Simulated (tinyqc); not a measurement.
Gap against thickness: thin (001) film in sp3s* tight binding with raised dangling bonds.

Planes alternate anion (a), cation (c) along [001], a/4 apart, starting with an anion; zero in-plane momentum; levels counted from the bulk Ev, the lower root of [[Epa, Vxx], [Vxx, Epc]]; no spin-orbit coupling. Block of s, pz, s*: from an anion to the cation above, Vss/2 (s,s), Vsapc/2 (s,z), -Vscpa/2 (z,s), Vxx/2 (z,z), Vxapc/2 (s*,z), -Vpaxc/2 (z,s*); to the cation below the same with the s-z and s*-z signs reversed. Block of u = (px + py)/sqrt2 and v = (px - py)/sqrt2: to the cation above (Vxx + Vxy)/2 for u and (Vxx - Vxy)/2 for v, to the cation below the reverse. Each surface atom has two dangling sp3 hybrids; raising both by dl adds (dl/2) [[1, t], [t, 1]] to its s, pz levels (t = -1 at the bottom face, +1 at the top) and dl to the one of u, v in whose plane the missing bonds lie (v for a bottom anion or a top cation, u for a top anion).

Inputs chosen for the exercise (near a published set for Si, fitted to gaps, whose masses and valley positions are rough; not measured data): p = (-4.217, 1.726, -4.217, 1.726, 6.62, 6.62, -8.256, 1.721, 4.588, 5.771, 5.771, 5.404, 5.404) eV (order Esa, Epa, Esc, Epc, Exa, Exc, Vss, Vxx, Vxy, Vsapc, Vscpa, Vxapc, Vpaxc); a = 5.426 angstrom (lattice constant); dp = 30 eV (value of dl for the passivated films); Ns = (8, 11, 12, 18, 29, 33, 43, 61) (numbers of planes).

edges (eV): Gamma 3.44200, Delta 1.14774

Passivated films (finite dp, so levels can still be some meV from their limit), thickness N a/4. Highest level below mid-gap (either block) and the two lowest above it. The exponents are -d ln(shift)/d ln N between the sixth and the last film, for the valence level and for the mean of the two conduction levels.

Levels (eV):
```
N   thickness (angstrom)      Ev1     Ec1     Ec2     gap
8                  10.85  -0.3562  1.4440  1.5247  1.8002
12                 16.28  -0.2019  1.3001  1.3194  1.5020
18                 24.42  -0.1074  1.2235  1.2242  1.3309
29                 39.34  -0.0515  1.1783  1.1784  1.2298
33                 44.76  -0.0406  1.1707  1.1725  1.2114
43                 58.33  -0.0249  1.1618  1.1621  1.1867
61                 82.75  -0.0128  1.1548  1.1550  1.1676
```

Give the missing row, N = 11, thickness (angstrom) = 14.92.

Computed row:
```
N   thickness (angstrom)      Ev1     Ec1     Ec2     gap
11                 14.92  -0.2677  1.3192  1.3579  1.5869
```

exponents: valence 1.88, conduction 1.96

The gap is 1.800 eV at 10.9 angstrom and 1.168 eV at 82.7, against 1.148 eV in the bulk along this line. At 18 planes the conduction side gives 76 meV of the widening and the valence side 107 meV. A hard-walled parabolic band has exponent 2; departures come from the offset between N a/4 and the effective width, from non-parabolicity and from the termination (odd and even N end differently: in the direction of the bond rows at the two faces and, in a compound, in the kind of atom), which also makes single steps in N uneven. Ec1 and Ec2 are the doublet of the two Delta valleys along the normal.

(tinyqc, `OMP_NUM_THREADS=1 python tinyqc.py 1452612 1452613 out.jsonl`, Intel(R) Xeon(R) Processor @ 2.30GHz, 1 thread, shared host, about 0.4 s.)
